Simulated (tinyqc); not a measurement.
Floating body of a partially depleted SOI transistor: body voltage and kink: one step of the calculation.

Source at 0 V. Channel current Ic = 2 nf K Vt^2 [F(0) - F(Vd)](1 + la Vd), F(V) = ln^2(1 + exp((Vg - VT - nf V)/(2 nf Vt))), VT = VT0 - gb Vb. Saturation voltage Vs = 2 Vt sqrt(F(0)) + 3 Vt, excess Ve = (Vd - Vs + sqrt((Vd - Vs)^2 + 0.0004 V^2))/2, multiplication M1 = Ai Ve exp(-Bl/Ve). Each junction passes D(v) = J1 (exp(v/Vt) - 1) + J2 (exp(v/(2 Vt)) - 1). Bipolar current Ib = bb J1 (exp(Vb/Vt) - 1). The body settles where M1 (Ic + Ib) = D(Vb) + D(Vb - Vd) + Vb/Rb; drain current Id = (1 + M1)(Ic + Ib) - D(Vb - Vd).

Problem. Drain current with floating and with grounded body. Id and VT at the converged Vb, Id at Vb = 0, their ratio, and the bipolar share Ib/(Ic + Ib).

Parameters, values chosen for the exercise; values of the order met in partially depleted silicon-on-insulator transistors: temperature T = 300 K; threshold at zero body voltage VT0 = 0.48 V; fall of the threshold per volt of body voltage gb = 0.15; slope factor nf = 1.35; gain factor per width K = 590 uA/(V^2 um); channel-length modulation factor la = 0.02 1/V; impact-ionisation prefactor Ai = 1.53 1/V; impact-ionisation voltage Bl = 6.9 V; diffusion saturation current of each junction J1 = 1.5e-13 uA/um; recombination saturation current of each junction J2 = 4.2e-9 uA/um; gain of the lateral bipolar transistor on the diffusion current bb = 1; resistance of a weak body tie to the source (1e9 stands for no tie, and the term is then dropped) Rb = 1e9 kohm um; gate voltage Vg = 0.39 V; drain voltage Vd = 2.5 V.

Constants: q = 1.602176634e-19 C, kB = 1.380649e-23 J/K, Vt = kB T/q. Results are converted to the units shown.

converged Vb = 0.72006179 V

Give: VT; Id, floating; Id, grounded; ratio; bipolar share.

Solution.

VT = 0.3720 V
Id, floating = 1.150 uA/um
Id, grounded = 0.08009 uA/um
ratio = 14.36
bipolar share = 19.55 %

The body rises to 0.720 V and lowers the threshold by 108 mV.

Range of the model: The multiplication law is an empirical form chosen for the exercise; self-heating and capacitive coupling to the body are left out, and the linear laws are rough once Vb passes about 0.7 V or M1 about 0.1.

Numbers from tinyqc (`OMP_NUM_THREADS=1 python tinyqc.py 2182174 2182175 out.jsonl`; about 0.2 s on one thread of a shared Intel Xeon 2.30GHz).
